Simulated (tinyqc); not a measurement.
# Tunnelling through a gate dielectric with the two-band (Franz) dispersion, WKB transmission and Tsu-Esaki current: effect of temperature

Electrons leave the emitter at x = 0. Energies E (motion across the layers) are in eV from the emitter Fermi level; the collector Fermi level lies at -V and offers states at every E. No charge in the dielectric and no image force: F1 = V/t1, U = phi1 - F1 x. With C = hbar^2/(2 m0), kappa = sqrt(m u (1 - u/Egx)/C), u = U - E where U > E and 0 elsewhere; T(E) = exp(-S), S = 2 times the integral of kappa over x.

Each layer adds (2/F) sqrt(m/C) [G(u at its left edge) - G(u at its right edge)] to S, with u = U - E (0 where negative) and G(u) = Egx^1.5 (th - sin(4 th)/4)/4, th = arcsin sqrt(u/Egx). J = J0 times the integral of T(E) N(E) dE, N = ln[(1 + exp(-E/Vt))/(1 + exp((-E - V)/Vt))], J0 = q^2 me m0 kB T/(2 pi^2 hbar^3) (times 1e-4 for A/cm^2 per eV), from E = -Ef to far above the barrier (T = 1 there), by quadrature converged to the digits shown. The share over the barrier is that of energies above the highest band edge; 0 means below 1e-6 %.

Values chosen for this exercise; dielectric values close to those of hafnium oxide:
- Ef = 0.47 eV (Fermi energy of the emitter above its band bottom)
- me = 0.92 m0 (emitter mass in the supply function)
- phi1 = 1.56 eV (barrier of layer 1 above the emitter Fermi level at zero bias)
- m1 = 0.2 m0 (tunnelling mass of layer 1)
- t1 = 4.6 nm (thickness of layer 1)
- Egx = 6.8 eV (gap parameter of the two-band dispersion, set freely)
- V = 1.8 V (voltage across the dielectric)

Constants: q = 1.602176634e-19 C, kB = 1.380649e-23 J/K, hbar = 1.054571817e-34 J s, m0 = 9.1093837015e-31 kg, Vt = kB T/q, hbar^2/(2 m0) = 0.0380998212 eV nm^2. Results are converted to the units shown.

Result of one run:
```
J (A/cm^2)  mean E of the current (eV)  share over the barrier (%)
65.64                          -0.1518                           0
```

Which temperature T gave this result: 50, 300, 400, 600 or 750 K?

T = 50 K.

The whole series:
```
T (K)  J (A/cm^2)  mean E of the current (eV)  share over the barrier (%)
50          65.64                     -0.1518                           0
100         66.67                     -0.1494                           0
200         71.00                     -0.1396                           0
300         79.09                     -0.1222                           0
400         92.64                    -0.09523                           0
500         115.0                    -0.05543                           0
600         153.1                    0.002404                     2.05e-6
750         275.8                      0.1372                     7.42e-4
```

Between 50 and 300 K the current changes by a factor of 1.20, and between 300 and 750 K by 3.49; the mean energy of the current rises from -0.152 to 0.137 eV. The transmission grows by a factor e over d = 0.0779 eV near E = 0, equal to kB T/q at 904 K: far below that temperature the thermal tail adds little.

tinyqc, about 0.03 s, one thread, Intel Xeon 2.30GHz (shared host): `OMP_NUM_THREADS=1 python tinyqc.py 2540092 2540093 out.jsonl`
